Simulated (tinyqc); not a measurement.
Full law against its linear and parabolic limits: Deal-Grove kinetics of thermal oxidation of silicon. Computed by tinyqc, a small Python program. Command: `OMP_NUM_THREADS=1 python tinyqc.py 3005676 3005677 out.jsonl oxide walk`. One thread of a shared host (Intel(R) Xeon(R) Processor @ 2.30GHz), about 0.07 s of CPU time with the checks.

Oxidant diffuses through the oxide and reacts at the interface, so that dx/dt = B/(A + 2x) for the oxide thickness x.

Inputs (values chosen for the exercise, close to those used for silicon):

| quantity | value | unit |
|---|---|---|
| prefactor B0 | 721 | um^2/h |
| activation energy E_B | 1.25 | eV |
| prefactor (B/A)0 | 6.16e+06 | um/h |
| activation energy E_A | 1.99 | eV |
| temperature T | 900 | C |
| oxidant pressure p | 0.1 | atm |
| pressure exponent m of B/A | 0.78 | - |
| initial oxide x_i | 0.1 | um |
| time t | 0.83 | h |

Ambient: dry oxygen. Surface: (111).

Constants: k_B = 8.617333262e-05 eV/K.

Method:
- B = B0 p exp(-E_B/(k_B T)), B/A = (B/A)0 p^m exp(-E_A/(k_B T)), p in atm; A = B/(B/A).
- Temperatures in kelvin are T(C) + 273.15.
- tau = (x_i^2 + A x_i)/B and x = (A/2) [sqrt(1 + 4 B (t + tau)/A^2) - 1], the root of x^2 + A x = B (t + tau).
- Silicon consumed is 0.44 times the oxide grown; the rate is B/(A + 2x).
- Linear limit x = (B/A)(t + tau); parabolic limit x = sqrt(B (t + tau)).

tau = 67.1282 h

length A = 0.106500 um

parabolic constant B = 3.07620e-04 um^2/h

linear constant B/A = 0.00288846 um/h

Thickness (um):

| t (h) | full | linear limit | parabolic limit | 2x/A |
|---|---|---|---|---|
| 0.05 | 0.10005 | 0.19404 | 0.14375 | 1.8789 |
| 0.1 | 0.10010 | 0.19419 | 0.14381 | 1.8798 |
| 0.25 | 0.10025 | 0.19462 | 0.14397 | 1.8827 |
| 0.5 | 0.10050 | 0.19534 | 0.14424 | 1.8874 |
| 1 | 0.10100 | 0.19679 | 0.14477 | 1.8967 |
| 2 | 0.10199 | 0.19967 | 0.14583 | 1.9154 |
| 4 | 0.10396 | 0.20545 | 0.14792 | 1.9524 |
| 8 | 0.10783 | 0.21700 | 0.15202 | 2.0250 |
| 16 | 0.11530 | 0.24011 | 0.15991 | 2.1652 |
| 32 | 0.12931 | 0.28633 | 0.17462 | 2.4284 |

Both limits lie above the full result, since each drops one resistance. The linear law overshoots by 94 % in the first row and 120 % in the last, the parabolic law by 44 % and 35 %. The parabolic law is the better one in every row, as 2x/A stays above 1.24.
